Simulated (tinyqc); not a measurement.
From results back to parameters: statistics of electrons in three, two and one dimensions. Four cases, with inputs chosen for the exercise.

Problem. A sheet with one subband has n2 = (2/lambda^2) ln(1 + exp(eta)).

One band edge at E = 0, lambda = sqrt(4 pi c/(m1 kT)) with c = hbar^2/2m0. Densities with spin: n3 = (2/lambda^3) F_1/2(eta), n2 = (2/lambda^2) F_0(eta) with F_0 = ln(1 + exp(eta)), n1 = (2/lambda) F_-1/2(eta). F_j(eta) = (1/Gamma(j + 1)) integral_0^infinity x^j dx/(1 + exp(x - eta)), which tends to exp(eta) for eta << 0.

Constants: hbar^2/2m0 = 3.80998211 eV angstrom^2; kB = 8.617333262e-05 eV/K.

Find: n2 lambda^2/2; eta; EF above the subband edge.

Method. eta = ln(exp(n2 lambda^2/2) - 1), with n2 in 1/angstrom^2.

Case 1.

Values chosen (out of a larger set: near those of InP, lowest valleys alone; not measured data): m1 = 0.0789 m0 (mass of one isotropic band with spin); T = 300 K.

n2 = 8.14148e+11 1/cm^2

Solution.

n2 lambda^2/2 = 0.9555
eta = 0.470
EF above the subband edge = 12.15 meV

Case 2.

Values chosen (out of a larger set: near those of Ge, lowest valleys alone; not measured data): m1 = 0.0822 m0 (mass of one isotropic band with spin); T = 300 K.

n2 = 2.78080e+11 1/cm^2

Solution.

n2 lambda^2/2 = 0.3133
eta = -1.000
EF above the subband edge = -25.85 meV

Case 3.

Values chosen (out of a larger set: near those of GaN, lowest valleys alone; not measured data): m1 = 0.195 m0 (mass of one isotropic band with spin); T = 300 K.

n2 = 1.11924e+13 1/cm^2

Solution.

n2 lambda^2/2 = 5.3149
eta = 5.310
EF above the subband edge = 137.27 meV

Case 4.

Values chosen (out of a larger set: near those of Ge, lowest valleys alone; not measured data): m1 = 0.081 m0 (mass of one isotropic band with spin); T = 400 K.

n2 = 2.37856e+12 1/cm^2

Solution.

n2 lambda^2/2 = 2.0394
eta = 1.900
EF above the subband edge = 65.49 meV

Computed by tinyqc, one run a case: `OMP_NUM_THREADS=1 python tinyqc.py N N+1 out.jsonl` with N = 1652166, 1652176, 1652209, 1652211; one thread of a shared Intel(R) Xeon(R) Processor @ 2.30GHz, about 0.01 s a run at most.
